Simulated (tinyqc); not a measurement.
# Worked calculation: a finite superlattice with mass mismatch, transfer matrices

Numbers from tinyqc (`OMP_NUM_THREADS=1 python tinyqc.py 2560009 2560010 out.jsonl`; about 0.01 s on one thread of a shared Intel Xeon 2.30GHz). Printed values are rounded.

One electron of energy E comes from the left lead (band edge 0); no transverse momentum. Parabolic bands, masses in units of m0, C = hbar^2/(2 m0); psi and psi'/m are continuous at every interface. N periods of a barrier d1 followed by a well Lw; the right lead equals the left one.

Values chosen for this exercise; masses and offsets of a made-up heterostructure:

| symbol | value | unit | meaning |
|---|---|---|---|
| mL | 0.31 | m0 | mass in the left lead |
| U1 | 2.8 | eV | barrier height |
| m1 | 0.64 | m0 | barrier mass |
| d1 | 0.3 | nm | barrier width |
| Lw | 1.1 | nm | well width (edge 0, mass mL) |
| N | 2 |  | number of periods |
| E | 4.172 | eV | electron energy |

Constants: q = 1.602176634e-19 C, hbar = 1.054571817e-34 J s, m0 = 9.1093837015e-31 kg, hbar^2/(2 m0) = 0.0380998212 eV nm^2. Results are converted to the units shown.

Range of the model: Masses are held fixed, although real bands cease to be parabolic a few tenths of an eV from their edges (inside a barrier too). Layers thinner than about 0.8 nm hold only a few atomic planes, where an effective mass is a rough description.

## Wave numbers

k = sqrt(m (E - U)/C) where E > U, K = sqrt(m (U - E)/C) where E < U; v = k/m in the leads.

Layers:
```
   U (eV)  m (m0)  d (nm)  k or K (1/nm)  which
1     2.8    0.64     0.3       4.800711      k
2       0    0.31     1.1       5.826282      k
```

vL = 18.79446 1/nm
vR = 18.79446 1/nm

## Matrices of the layers

For the pair (psi, psi'/m) a flat layer has M = [[cos kd, (m/k) sin kd], [-(k/m) sin kd, cos kd]] with k = sqrt(m (E - U)/C) above its edge U, and M = [[cosh Kd, (m/K) sinh Kd], [(K/m) sinh Kd, cosh Kd]] with K = sqrt(m (U - E)/C) below it. M12 is in nm, M21 in 1/nm.

M of layer 1:
```
           1          2
1  0.1302122  0.1321786
2  -7.437248  0.1302122
```

M of layer 2:
```
           1            2
1  0.9921070  0.006671878
2  -2.356719    0.9921070
```

## Product of the matrices

The matrix of the later layer stands to the left: M = M_n ... M_2 M_1; det M = 1.

M of one period:
```
            1           2
1  0.07956401   0.1320040
2   -7.685419  -0.1823233
```

## N periods by the Chebyshev identity

x = (M11 + M22)/2 of one period. For |x| < 1 the energy lies in a miniband and cos(th) = x; for |x| > 1 it lies in a gap and cosh(g) = |x|. M^N = U_(N-1)(x) M - U_(N-2)(x) 1, with U_n = sin((n + 1) th)/sin th in a band and sign(x)^n sinh((n + 1) g)/sinh g in a gap.

x = -0.05137964
th (rad) = 1.622199
U_(N-1) = -0.1027593
U_(N-2) = 1

M^N:
```
           1            2
1  -1.008176  -0.01356464
2  0.7897481   -0.9812646
```

The energy lies in a miniband.

## Transmission and reflection

The matrix M carries (psi, psi'/m) across the stack, and v = k/m in each lead. psi = 1 + r at the left edge (incident amplitude 1) and t at the right edge. With det M = 1, a = i vR M11 - M21 and b = -vL vR M12 - i vL M22: t = 2 i vL/(a - b), r = -(a + b)/(a - b), T(E) = (vR/vL) |t|^2, R(E) = |r|^2.

t = -0.9833967-0.1467899i
r = 0.0023950-0.1066675i
T(E) = 0.9886163
R(E) = 0.01138369

T(E) + R(E) = 1: the current is conserved.
